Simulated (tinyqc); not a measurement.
Binding against carrier density: donor level screened by free carriers (Yukawa potential).

Screening wave number: Debye ks^2 = 4 pi q n/(eps kB T); Thomas-Fermi ks^2 = 6 pi q n/(eps EF) with EF = c (3 pi^2 n/gv)^(2/3)/m, c = hbar^2/2m0; the two are joined by 1/ks^2 = sqrt(1/ks_D^4 + 1/ks_TF^4). 1e18/cm^3 = 1e-6/angstrom^3, q = e^2/(4 pi eps0).

Potential -(q/(eps r)) exp(-ks r), q = e^2/(4 pi eps0). In units Ry* = Ry m/eps^2 and a* = a0 eps/m the problem is [-Laplacian - 2 exp(-x r)/r] psi = E psi with x = ks a*.

Converged values use 18 functions exp(-z r), z = 1.55^i, i = -11 to 6: S = 2/A^3, H = z_i z_j S - 2/(A + x)^2, A = z_i + z_j.

Constants: e^2/(4 pi eps0) = 14.39964547 eV angstrom; kB = 8.617333262e-05 eV/K; hbar^2/2m0 = 3.80998211 eV angstrom^2.

Parameters, chosen for this exercise (near those of a donor in InP, with one mean mass; shifted at random, so the results belong to these values and not to a real crystal):
- m = 0.079 m0 (mass)
- eps = 12.9 (dielectric constant)
- gv = 1 (valleys)
- T = 200 K (temperature)
- nl = (0.0023, 0.0076, 0.023, 0.076, 0.23, 0.76, 2.3) x 1e18/cm^3 (densities)

Ry* = 6.4590 meV
a* = 86.410 angstrom

x from the joined ks; converged 1s binding (dash: x above 1.17, at or past the limit 1.19 where the state unbinds).

Results:
```
n (1e18/cm^3)  EF/kB T  1/ks (angstrom)      x  binding (meV)  n^(1/3) a*
0.0023            0.05            731.1  0.118           5.06       0.114
0.0076            0.10            402.6  0.215           4.08       0.170
0.023             0.22            232.3  0.372           2.77       0.246
0.076             0.48            130.3  0.663           1.08       0.366
0.23              1.01             80.2  1.078           0.05       0.529
0.76              2.23             53.8  1.605              -       0.789
2.3               4.67             41.8  2.068              -       1.141
```

How do the results move, and what explains it?

The binding falls from 5.1 to 0.0 meV (bare value 6.5); it passes half the bare value between 0.0076 and 0.023 x 1e18/cm^3. The level is unbound, or bound by less than 0.001 Ry*, from 0.76 x 1e18/cm^3 on; as the density rises, it is lost by the time n^(1/3) a* reaches 0.79. x grows with exponent 0.50 in n at the start and 0.23 at the end (1/2 for Debye, 1/6 for Thomas-Fermi screening). The level survives to n^(1/3) a* = 0.53, past the 0.26 of the Mott rule, which corresponds to x = 1 for one valley with degenerate screening; here the level lasts until x = 1.19, the screening is at most the degenerate value, and overlap of donors is left out.

Program tinyqc; command `OMP_NUM_THREADS=1 python tinyqc.py 1252105 1252106 out.jsonl`; about 0.01 s on one thread of a shared Intel(R) Xeon(R) Processor @ 2.30GHz.
